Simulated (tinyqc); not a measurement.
Rate against temperature: collinear exchange A + BC -> AB + C on a London-Eyring-Polanyi-Sato surface: saddle, string of images and rate. Computed by tinyqc, a small Python program. Command: `OMP_NUM_THREADS=1 python tinyqc.py 3111707 3111708 out.jsonl leps walk`. One thread of a shared host (Intel(R) Xeon(R) Processor @ 2.30GHz), about 0.05 s of CPU time with the checks.

x = r(AB), y = r(BC), r(AC) = x + y. V is counted from separated atoms, the barrier from A + BC, that is V + D(BC).

Inputs (values chosen for the exercise, bond data loosely for abstraction of hydrogen from a Si-H bond by a hydrogen atom; the barrier is not fitted):
```
quantity            value           unit
D(AB)                 4.8             eV
r0(AB)              0.742       angstrom
beta(AB)             1.94     1/angstrom
D(BC)                3.97             eV
r0(BC)               1.48       angstrom
beta(BC)             1.52     1/angstrom
D(AC)                4.09             eV
r0(AC)               1.48       angstrom
beta(AC)             1.52     1/angstrom
Sato parameter S    0.068              -
mass of A           1.008              u
mass of B           1.008              u
mass of C           28.09              u
temperature T         500              K
step of the string   0.01  angstrom^2/eV
```

Constants: nu for 1 eV/(angstrom^2 u) = 15.6333042 THz; h x 1 THz = 4.135667696 meV; k_B = 1.380649e-23 J/K; u = 1.6605390666e-27 kg; k_B = 8.617333262e-05 eV/K.

Method:
- For each pair, with u = exp(-beta (r - r0)): Q = D [(3 + S) u^2 - (2 + 6 S) u]/(4 (1 + S)), J = D [(1 + 3 S) u^2 - (6 + 2 S) u]/(4 (1 + S)); V = Q1 + Q2 + Q3 - sqrt(((J1 - J2)^2 + (J2 - J3)^2 + (J3 - J1)^2)/2).
- String of 9 images between the fixed ends (r0(AB) + 2, r0(BC)) and (r0(AB), r0(BC) + 2), started on the two straight legs through (r0(AB) + 0.3, r0(BC) + 0.3): each iteration moves the inner images by -step x gradient (central differences) and spaces them evenly again along the broken line (coordinates are kept between 0.2 and 8 angstrom); stop when no coordinate changes by more than 1e-5 angstrom, at most 400 iterations.
- From the highest inner image, z -> z - H^-1 g with gradient g and Hessian H by central differences, steps capped at 0.15 angstrom, 12 steps.
- Wilson matrix G = [[1/m_A + 1/m_B, -1/m_B], [-1/m_B, 1/m_B + 1/m_C]]; eigenvalues lambda of G H give nu = 15.6333042 THz x sqrt(|lambda|), the negative one being imaginary. Reactant: nu_BC from k = 2 D beta^2 and 1/m_B + 1/m_C. Skew angle: cos = sqrt(m_A m_C/((m_A + m_B)(m_B + m_C))).
- One-dimensional rate constant without tunnelling, k = sqrt(k_B T/(2 pi mu)) [sinh(h nu_BC/(2 k_B T))/sinh(h nu_s/(2 k_B T))] exp(-barrier/(k_B T)) with mu = m_A (m_B + m_C)/(m_A + m_B + m_C); Wigner factor 1 + (h nu_i/(k_B T))^2/24; adiabatic barrier = barrier + h (nu_s - nu_BC)/2.

nu_BC = 67.8782 THz

real frequency at the saddle = 31.6550 THz

barrier = 0.529900 eV

imaginary frequency = 65.9180 THz

adiabatic barrier = 0.454997 eV

Rates; the last column is k_B T^2 d ln k/dT:
```
T (K)    k (cm/s)  Wigner factor  activation energy (eV)
300    1.4594e-03         5.6334                 0.46875
400    1.3949e-01         3.6063                 0.47515
550    6.2316e+00         2.3785                 0.48677
750    1.0054e+02         1.7413                 0.50351
1000   7.3055e+02         1.4170                 0.52353
1400   4.3260e+03         1.2128                 0.55175
2000   1.7767e+04         1.1043                 0.58776
```

What follows from these numbers?

The activation energy goes from 0.469 eV at 300 K, near the adiabatic barrier plus k_B T/2 (0.468), to 0.588 eV at 2000 K; the classical limit is the barrier plus k_B T/2 (0.616). Caution: the Wigner factor exceeds 2 at T: tunnelling, left out of k, is large and needs a better treatment than this factor.

Extremes, crossings and ranges named in words are read from the listed rows.
